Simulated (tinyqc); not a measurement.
Free and trapped electrons in a MOS channel with a dense trap tail: one step of the calculation.

p-type body, charge-sheet picture, full ionisation (an idealisation for deep acceptors), Boltzmann statistics for free electrons. e = Ec - EF at the surface. Acceptor-like traps of density D(E) = D0 + De exp(-E/Ew) at depth E below Ec, from 0 to Eu, hold n_t = integral of D(E)/(1 + exp((e - E)/Vt)). psi = Eg - Vt ln(Nv/Na) - e; N_dep = sqrt(2 eps0 eps_r Na (psi - Vt)/q); n_f = sqrt(N_dep^2 + 2 eps0 eps_r Vt Nc exp(-e/Vt)/q) - N_dep; Vg = Vfb + psi + q (N_dep + n_t + n_f)/Cox, Cox = eps0 eox/tox.

Problem. Trapped charge. Trapezoid rule on 13 equal steps from 0 to Eu, f = 1/(1 + exp((e - E)/Vt)).

Parameters, values chosen for the exercise; band and dielectric values close to those of gallium nitride: temperature T = 475 K; constant background density of acceptor-like traps D0 = 2.3e10 cm^-2 eV^-1; density of the tail at the conduction edge De = 1.8e13 cm^-2 eV^-1; decay energy of the tail Ew = 0.11 eV; depth below Ec down to which the traps reach Eu = 0.69 eV; Ec - EF at the surface e = 0.091 eV.

Constants: q = 1.602176634e-19 C, kB = 1.380649e-23 J/K, Vt = kB T/q. Results are converted to the units shown.

Wanted: E; D(E) f; n_t.

Solution.

```
point    E (eV)  D(E) f (cm^-2 eV^-1)
0             0             1.7606e12
1      0.053077             3.1578e12
2       0.10615             4.0699e12
3       0.15923             3.5797e12
4       0.21231             2.5061e12
5       0.26538             1.6127e12
6       0.31846             1.0144e12
7       0.37154             6.3664e11
8       0.42462             4.0205e11
9       0.47769             2.5701e11
10      0.53077             1.6745e11
11      0.58385             1.1216e11
12      0.63692             7.8032e10
13      0.69000             5.6967e10
```

n_t = 9.8206e11 cm^-2

tinyqc, about 0.02 s, one thread, Intel Xeon 2.30GHz (shared host): `OMP_NUM_THREADS=1 python tinyqc.py 2222054 2222055 out.jsonl`
